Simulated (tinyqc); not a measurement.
Mobility of a non-polar semiconductor in the relaxation-time approximation: one step, computed by the program tinyqc.

Each valley is treated as a sphere of mass m_d for states and rates, with one isotropic relaxation time; the conductivity mass m_c sets the current.

Problem. Rates at a few energies. Kane band: hbar^2 k^2/(2 m) = E (1 + alpha E), speed v = hbar k/(m (1 + 2 alpha E)), states per spin, volume and energy g(E) = m k (1 + 2 alpha E)/(2 pi^2 hbar^2); overlap factors are set to 1. Here m = m_d. Masses are multiplied by m_0 and all formulas are in SI units. Phonon occupation N_q = 1/(exp(hbar w/(k_B T)) - 1). Acoustic deformation potential (elastic, equipartition, absorption and emission together): 1/tau = 2 pi k_B T D_A^2 g(E)/(hbar rho v_l^2). Optical or intervalley deformation potential: 1/tau = (pi Z_f D_o^2/(rho w)) [N_q g(E + hbar w) + (N_q + 1) g(E - hbar w)], with g = 0 below the band edge. Each optical term is multiplied by (1 - f(E'))/(1 - f(E)), E' the final energy, for Pauli blocking. Singly charged impurities, momentum relaxation: 1/tau = N_I e^4 m (1 + 2 alpha E) Phi/(8 pi (eps_s eps_0)^2 hbar^3 k^3), with alpha = 0 for a parabolic band. Brooks-Herring: Phi = ln(1 + b) - b/(1 + b), b = 4 k^2 L_s^2.

Inputs (values chosen for the exercise, for a model non-polar semiconductor): non-parabolicity alpha = 0.75 1/eV; static permittivity eps_s = 8.76; density rho = 5540 kg/m^3; sound velocity v_l = 8990 m/s; acoustic deformation potential D_A = 12 eV; phonon energy hbar w = 52.3 meV; optical or intervalley deformation potential D_o = 2.5 1e8 eV/cm; final valleys Z_f = 2; temperature T = 100 K.

Band: Kane. Impurity formula: Brooks-Herring. Further scattering: none.

reduced Fermi level eta = -0.9362659

density-of-states mass m_d = 0.2435693 m_0

ionised impurity density N_I = 9.108642e+17 1/cm^3

screening length L_s = 2.745058 nm

Constants: k_B = 8.617333262e-05 eV/K; k_B = 1.380649e-23 J/K; e = 1.602176634e-19 C; hbar = 1.054571817e-34 J s; m_0 = 9.1093837015e-31 kg; hbar = 6.582119569e-16 eV s; eps_0 = 8.8541878128e-12 F/m.

Give: Rates (1e12/s) at E = (max(eta, 0) + 0.5, 1, 2, 4) k_B T.

Solution.

Rates (1e12/s) at E = (max(eta, 0) + 0.5, 1, 2, 4) k_B T:
```
E (meV)  acoustic    optical  ionised impurity
4.31       0.1148  4.424e-04             24.93
8.62       0.1637  4.275e-04             20.79
17.23      0.2352  4.267e-04             14.52
34.47      0.3432  4.695e-04              8.70
```
